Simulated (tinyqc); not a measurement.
# Transfer-length model of a contact: two studies

A metal contact of length d and width W on a thin layer of the same width. The metal has no resistance, the sheet resistance under it equals Rsh, and current enters the layer at the front edge x = 0.

Inputs (values chosen for the exercise):

| symbol | value | unit | meaning |
|---|---|---|---|
| Rsh | 840 | ohm/sq | sheet resistance of the semiconductor layer |
| rc | 3.2e-7 | ohm cm^2 | specific contact resistivity |
| d | 0.12 | um | contact length |
| W | 1.4 | um | contact width |

Each table varies one quantity; the others keep the values above.

## Effect of the contact resistivity

Transfer length Lt = sqrt(rc/Rsh); front resistance Rc = (Rsh Lt/W) coth(d/Lt); end resistance Re = (Rsh Lt/W)/sinh(d/Lt).

Effect of the contact resistivity:
```
rc (ohm cm^2),Lt (um),d/Lt,Rc W (ohm um)
5.7e-9,0.026049,4.6066,21.886
1.7e-8,0.044987,2.6675,38.155
5.3e-8,0.079433,1.5107,73.559
1.6e-7,0.13801,0.86948,165.35
4.9e-7,0.24152,0.49685,441.39
1.5e-6,0.42258,0.28397,1283.4
4.6e-6,0.74001,0.16216,3866.9
1.4e-5,1.2910,0.092952,11700
```

Rc W rises from 21.9 to 11700 ohm um, as rc^(0.51) between the first two rows (d/Lt = 4.6) and rc^(0.99) between the last two (d/Lt = 0.093); a long contact gives the power 1/2 and a short one 1.

## Effect of the sheet resistance

Same model as above.

Result of one run:
```
Rsh (ohm/sq),Lt (um),d/Lt,Rc W (ohm um),Re W (ohm um)
6400,0.070711,1.6971,483.99,171.59
```

What becomes of these results when the sheet resistance of the semiconductor layer Rsh is changed from 6400 to 18000 ohm/sq, all else the same?

Result of the changed run:
```
Rsh (ohm/sq),Lt (um),d/Lt,Rc W (ohm um),Re W (ohm um)
18000,0.042164,2.8460,764.08,88.447
```

The whole series:
```
Rsh (ohm/sq),Lt (um),d/Lt,Rc W (ohm um),Re W (ohm um)
33,0.98473,0.12186,267.99,266.01
95,0.58038,0.20676,270.46,264.78
270,0.34427,0.34857,277.38,261.34
780,0.20255,0.59245,297.16,251.68
2200,0.12060,0.99499,349.36,227.27
6400,0.070711,1.6971,483.99,171.59
18000,0.042164,2.8460,764.08,88.447
```

Rc W rises from 268 to 764 ohm um while Re W falls from 266 to 88.4 ohm um; for Rsh going to zero both tend to rc/d = 267 ohm um. A larger Rsh shortens Lt and crowds the current to the front edge.

tinyqc, about 0.01 s, one thread, Intel Xeon 2.30GHz (shared host): `OMP_NUM_THREADS=1 python tinyqc.py 2760011 2760012 out.jsonl`
